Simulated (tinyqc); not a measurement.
Worked calculation: one-electron ion in a basis of Gaussians. One step of it, computed by the program tinyqc.

Problem. Matrices over normalised Gaussians. With p = a_i + a_j and I(k) = Gamma((k+1)/2) / (2 p^((k+1)/2)): S = I(2l+2), T = (2l+3) a_i a_j S / p, V = -Z I(2l+1), each divided by sqrt(S_ii S_jj).

exponents of r^l exp(-a r^2) (1/bohr^2): [0.005315, 0.021380, 0.085990, 0.345900, 1.391000]

Z = 1

l = 2

Give: S; T; V.

Solution.

S:
```
[[1.000, 0.455, 0.070, 0.007, 0.001],
 [0.455, 1.000, 0.455, 0.070, 0.007],
 [0.070, 0.455, 1.000, 0.455, 0.070],
 [0.007, 0.070, 0.455, 1.000, 0.455],
 [0.001, 0.007, 0.070, 0.455, 1.000]]
```

T (hartree):
```
[[0.019, 0.014, 0.002, 0.000, 0.000],
 [0.014, 0.075, 0.055, 0.010, 0.001],
 [0.002, 0.055, 0.301, 0.219, 0.040],
 [0.000, 0.010, 0.219, 1.211, 0.883],
 [0.000, 0.001, 0.040, 0.883, 4.869]]
```

V (hartree):
```
[[-0.062, -0.045, -0.013, -0.003, 0.000],
 [-0.045, -0.124, -0.090, -0.026, -0.005],
 [-0.013, -0.090, -0.250, -0.180, -0.051],
 [-0.003, -0.026, -0.180, -0.501, -0.361],
 [0.000, -0.005, -0.051, -0.361, -1.004]]
```
